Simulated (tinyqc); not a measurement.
Thermal boundary conductance by the acoustic and diffuse mismatch models: one step, computed by the program tinyqc. Command: `OMP_NUM_THREADS=1 python tinyqc.py 3020642 3020643 out.jsonl kapitza walk`. One thread of a shared host (Intel(R) Xeon(R) Processor @ 2.30GHz), about 0.01 s of CPU time with the checks.

Each side has one longitudinal and two transverse Debye branches, omega = v q up to q_D = (6 pi^2 n)^(1/3), with n counting all atoms. Scattering at the interface is elastic. Electrons are left out of G, also for metals. Melting is ignored. G refers to the temperatures of the phonons sent towards the interface. Linear branches over all atoms overstate G at high T, most for crystals with several atoms a cell.

Question. Cross-plane conductivity of the superlattice. kappa_eff = (d_1 + d_2)/(d_1/kappa_1 + d_2/kappa_2 + 2 R), two interfaces a period, with bulk conductivities in the layers; the gradient is J/kappa_eff.

Inputs (values chosen for the exercise, modelled on silicon (side 1) and germanium (side 2)): conductivity kappa_1 = 152 W/(m K); conductivity kappa_2 = 60.7 W/(m K); temperature T = 20 K; thickness d_1 = 190 nm; thickness d_2 = 140 nm; heat flux J = 0.95 kW/cm^2.

Structure: superlattice.

boundary resistance R = 196.8553 m^2 K/GW

Give: kappa_eff; kappa_eff without interfaces; interface share of the resistance; temperature gradient.

Answer.

kappa_eff = 0.8307 W/(m K)

kappa_eff without interfaces = 92.79 W/(m K)

interface share of the resistance = 0.9910

temperature gradient = 11.44 K/micrometre

The interfaces carry most of the resistance: if both layers are scaled together, kappa_eff grows with the exponent 0.99, the interface share. Caution: kappa_2 is of room-temperature size, so the Kapitza length is only nominal at this T. Caution: the conductivities are of room-temperature size; at this T real values can differ much and free paths can be long. Caution: R from emitted-phonon temperatures is too large for use in series with Fourier layers, by up to a factor of about 2.
